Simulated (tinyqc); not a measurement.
Worked calculation: Hueckel theory of the pi electrons, for the molecule O=Cc1ccc[nH]1 (SMILES; centres numbered as the heavy atoms are written). Computed by tinyqc, a small Python program that keeps every step. Settings: charge = 0. Command: `OMP_NUM_THREADS=1 python tinyqc.py 22151 22152 out.jsonl` (the two numbers bound the seeds that draw the settings). One thread of a shared host (Intel(R) Xeon(R) Processor @ 2.60GHz), about 0.01 s of CPU time with the checks.

## The Hueckel matrix

Centres:
```
centre  z_r, pi electrons of the neutral centre         h
1O                                            1  0.890000
2C                                            1  0.000000
3C                                            1  0.000000
4C                                            1  0.000000
5C                                            1  0.000000
6C                                            1  0.000000
7N                                            2  1.370000
```

Bonds:
```
i  j         k
1  2         1
2  3         1
3  4         1
4  5         1
5  6         1
6  7  0.750000
7  3  0.750000
```

H_rr = alpha + h_r beta, H_rs = k_rs beta for bonded centres.

Hueckel matrix in units of beta (H = alpha + beta A), order 1O, 2C, 3C, 4C, 5C, 6C, 7N:
$$\begin{pmatrix}
0.890000 & 1.000000 & 0.000000 & 0.000000 & 0.000000 & 0.000000 & 0.000000 \\
1.000000 & 0.000000 & 1.000000 & 0.000000 & 0.000000 & 0.000000 & 0.000000 \\
0.000000 & 1.000000 & 0.000000 & 1.000000 & 0.000000 & 0.000000 & 0.750000 \\
0.000000 & 0.000000 & 1.000000 & 0.000000 & 1.000000 & 0.000000 & 0.000000 \\
0.000000 & 0.000000 & 0.000000 & 1.000000 & 0.000000 & 1.000000 & 0.000000 \\
0.000000 & 0.000000 & 0.000000 & 0.000000 & 1.000000 & 0.000000 & 0.750000 \\
0.000000 & 0.000000 & 0.750000 & 0.000000 & 0.000000 & 0.750000 & 1.370000
\end{pmatrix}$$

## Orbitals

pi electrons, sum of z_r less the charge = 8

Diagonalise; E = alpha + x beta with beta < 0, so the largest x are filled first; degenerate levels share their electrons. P = sum n_i c_ri c_si; each orbital has its largest coefficient positive (the first on a tie).

x values: [2.315690, 1.631262, 1.153740, 0.684911, -0.429167, -1.306142, -1.790294]

occupations: [2.000000, 2.000000, 2.000000, 2.000000, 0.000000, 0.000000, 0.000000]

coefficients, order 1O, 2C, 3C, 4C, 5C, 6C, 7N:
$$\begin{pmatrix}
0.200740 & 0.697902 & 0.096604 & -0.473779 & -0.427322 & 0.185651 & 0.147537 \\
0.286193 & 0.517328 & 0.025478 & 0.097167 & 0.563708 & -0.407716 & -0.395443 \\
0.461994 & 0.145995 & -0.067209 & 0.540330 & 0.185397 & 0.346884 & 0.560423 \\
0.318569 & -0.017645 & -0.548769 & 0.287415 & -0.446540 & 0.144176 & -0.542460 \\
0.275714 & -0.174779 & -0.565928 & -0.343476 & 0.006244 & -0.535199 & 0.410740 \\
0.319899 & -0.267465 & -0.104165 & -0.522665 & 0.443861 & 0.554870 & -0.192886 \\
0.620097 & -0.348702 & 0.594332 & -0.019338 & -0.262312 & -0.252720 & -0.087224
\end{pmatrix}$$

charge and bond-order matrix P, order 1O, 2C, 3C, 4C, 5C, 6C, 7N:
$$\begin{pmatrix}
1.522326 & 0.749841 & -0.135717 & -0.275099 & 0.082857 & 0.230234 & -0.104610 \\
0.749841 & 0.719250 & 0.517072 & 0.191978 & -0.118608 & -0.200508 & 0.020675 \\
-0.135717 & 0.517072 & 1.062452 & 0.673563 & -0.091387 & -0.333336 & 0.370357 \\
-0.275099 & 0.191978 & 0.673563 & 0.971104 & 0.605522 & 0.027140 & -0.256024 \\
0.082857 & -0.118608 & -0.091387 & 0.605522 & 1.089631 & 0.746841 & -0.195583 \\
0.230234 & -0.200508 & -0.333336 & 0.027140 & 0.746841 & 0.915804 & 0.479665 \\
-0.104610 & 0.020675 & 0.370357 & -0.256024 & -0.195583 & 0.479665 & 1.719434
\end{pmatrix}$$

## Energy, charges, bond orders

E = sum n x; q_r = z_r - P_rr; bond order p = P_rs; free valence = sqrt(3) - sum of p over the bonds of the atom.

pi energy = 8 alpha + this times beta = 11.571206

pi charges: 1O -0.522326, 2C 0.280750, 3C -0.062452, 4C 0.028896, 5C -0.089631, 6C 0.084196, 7N 0.280566

Bond orders and lengths from R = 1.517 - 0.180 p (angstrom, C-C alone):
```
bond         p         R
1-2   0.749841         -
2-3   0.517072  1.423927
3-4   0.673563  1.395759
4-5   0.605522  1.408006
5-6   0.746841  1.382569
6-7   0.479665         -
7-3   0.370357         -
```

free valence of the carbons: 2C 0.465138, 3C 0.171058, 4C 0.452965, 5C 0.379688, 6C 0.505545

gap between the highest filled and the next level = 1.114078 |beta|
